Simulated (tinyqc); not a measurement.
Comparisons within one model: inter-valley coupling by envelope functions against a chain of atomic planes. A value that a table varies takes the place of the one given here.

Chain: E(phi) = e0 + 2 v cos(phi) + 2 u cos(2 phi), cos(phi0) = -v/(4u), e0 = 2u + v^2/(4u); plane j = 0, 1, ... has the potential V_j = dE x_j + F (j - 30) a/4 (1 MV/m = 1e-4 V/angstrom). There are 30 barrier planes a side; with y = j - 29.5, x_j = xb (f(y) + f(Nw - y)), f(y) = 1/(1 + exp(y/L)), plus any Ge added in the well. The valley splitting is the spacing of the two lowest levels. Envelope theory: F_j solves a one-valley chain with hopping -b and diagonal 2b + V_j, b = 4u sin^2(phi0), sum F_j^2 = 1; the valleys couple by Dv = sum_j F_j^2 V_j exp(-2 i phi0 j) and split by 2|Dv|.

Values chosen for the exercise (near those of the Delta valleys of silicon in a SiGe well; not measured data):

| symbol | value | unit | meaning |
|---|---|---|---|
| a | 5.431 | angstrom | lattice constant; planes lie a/4 apart |
| u | 0.61 | eV | second-neighbour hopping |
| v | 0.642 | eV | nearest hopping |
| Nw | 42 |  | planes in the well |
| L | 1.5 | planes | interface width |
| xb | 0.22 |  | Ge fraction of the barriers |
| dE | 0.62 | eV | offset per unit Ge fraction |
| F | 5 | MV/m | field |
| xs | 0.07 |  | Ge fraction added on that plane |
| xw | 0.005 |  | mean Ge fraction of the wiggle |
| x0 | 3334 |  | start of the number sequence |
| na | 4000 |  | atoms a plane under the dot |
| js | 62 |  | plane j of a Ge spike (the well starts at j = 30) |

## Position of the spike

The spike is moved through the well; position counted from the first well plane, j - 30.

Against position:

| j - 30 | F_j^2, smooth | mean of the doublet (meV) | splitting, chain (micro-eV) | envelope | first order |
|---|---|---|---|---|---|
| 2 | 0.01062 | 22.95 | 792 | 782 | 922 |
| 5 | 0.02099 | 23.32 | 1542 | 1524 | 1822 |
| 8 | 0.03172 | 23.73 | 2356 | 2335 | 2753 |
| 13 | 0.04307 | 24.23 | 3356 | 3338 | 3738 |
| 17 | 0.04349 | 24.28 | 3452 | 3437 | 3775 |
| 21 | 0.03740 | 24.01 | 2913 | 2901 | 3247 |
| 27 | 0.02277 | 23.39 | 1675 | 1664 | 1976 |
| 34 | 0.00788 | 22.83 | 569 | 563 | 684 |
| 40 | 0.00144 | 22.60 | 109 | 108 | 125 |

The splitting is largest at plane 17 among these rows (3452 micro-eV), and the smooth envelope peaks at plane 15, counting all planes; without a spike it is 0.091. Where the splitting exceeds 20 micro-eV the envelope theory lies within 1.2 % of the chain and first order within 20 %.

## A periodic Ge profile (wiggle well)

periods (planes): pi/phi0 1.71013, pi/(pi - phi0) 2.40819

Added fraction xw (1 - cos(2 pi (j - 30)/p)) on the well planes; p = f times the resonant period pi/(pi - phi0). At resonance the estimate is dE xw.

Against period:

| f | p (planes) | mean of the doublet (meV) | splitting, chain (micro-eV) | envelope |
|---|---|---|---|---|
| 0.90 | 2.1674 | 25.58 | 171 | 183 |
| 0.95 | 2.2878 | 25.56 | 1507 | 1553 |
| 0.98 | 2.3600 | 25.59 | 2744 | 2765 |
| 0.99 | 2.3841 | 25.60 | 2962 | 2967 |
| 1.00 | 2.4082 | 25.60 | 3045 | 3032 |
| 1.01 | 2.4323 | 25.60 | 2986 | 2959 |
| 1.02 | 2.4564 | 25.59 | 2798 | 2760 |
| 1.05 | 2.5286 | 25.56 | 1787 | 1737 |
| 1.10 | 2.6490 | 25.58 | 378 | 353 |
| 1.50 | 3.6123 | 25.60 | 16 | 16 |
| 3.00 | 7.2246 | 25.61 | 4 | 4 |

The splitting peaks at f = 1 with 3.04 meV, against the estimate dE xw = 3.10 meV, and is 0.90 and 0.92 of the value at f = 1 two per cent off to either side: the width of the resonance is set by the number of periods under the envelope. At f = 3 it is 4 micro-eV. The chain has one orbital a plane and knows only this resonance; longer periods that work through other bands are outside it.

## Random alloy fluctuations

A uniform fraction x is added on all planes. Each plane j then fluctuates by q sqrt(x_j (1 - x_j)/na) in Ge fraction, q = sqrt12 (z/2147483647 - 1/2) with z(new) = 16807 z mod 2147483647 from x0, restarted for each row; 24 samples. Theory: Dv is a complex Gaussian with sigma^2 = dE^2 sum F_j^4 x_j (1 - x_j)/na, and the mean splitting is sqrt(pi) sigma if the smooth part is negligible.

Splitting (micro-eV):

| x | sigma | sqrt(pi) sigma | mean of 24 | least | largest |
|---|---|---|---|---|---|
| 0.00 | 52.2 | 92.6 | 97.3 | 3.1 | 208.4 |
| 0.01 | 182.7 | 323.8 | 289.9 | 29.5 | 676.5 |
| 0.02 | 251.8 | 446.3 | 399.0 | 49.9 | 908.1 |
| 0.05 | 387.0 | 685.9 | 612.5 | 92.4 | 1362.2 |
| 0.10 | 530.3 | 940.0 | 838.6 | 142.1 | 1845.0 |

Without added Ge the disorder sits in the barriers, where the state is small: mean 97.3 micro-eV, against 0.091 for the smooth well. With 5 % Ge in the well the mean is 613, theory 686, with a statistical error of about 11 % for 24 samples; the miss is -11 %, and since every row reuses one sequence the rows with added Ge miss alike. The spread grows with the mean: at 5 % the samples run from 92 to 1362, so small splittings remain possible. sigma falls as 1/sqrt(na) for larger dots. A chain with one orbital a plane has no Bloch-function factor, which scales all these couplings down in fuller models.

## What each parameter does

Chain with the spike on plane js. Each row changes one parameter from the base and keeps the others.

Results:

| case | level (meV) | splitting (micro-eV) |
|---|---|---|
| base | 22.961 | 821.9 |
| Nw = 48 | 22.376 | 1027.1 |
| L = 2 planes | 23.836 | 836.6 |
| xb = 0.27 | 23.551 | 850.0 |
| dE = 0.682 eV | 23.272 | 903.8 |
| F = 7 MV/m | 27.262 | 611.6 |
| js = 65 | 22.781 | 461.3 |
| xs = 0.091 | 23.058 | 1016.2 |

The largest shifts from the base row, up to three for each result and ties (the steps differ in size, so this ranks the rows, not the parameters). level (meV): F +4.301, L +0.875, xb +0.590. splitting (micro-eV): js -360.6, F -210.3, Nw +205.2.

tinyqc: `OMP_NUM_THREADS=1 python tinyqc.py 1452197 1452198 out.jsonl`; about 0.1 s, one thread, shared Intel(R) Xeon(R) Processor @ 2.30GHz.
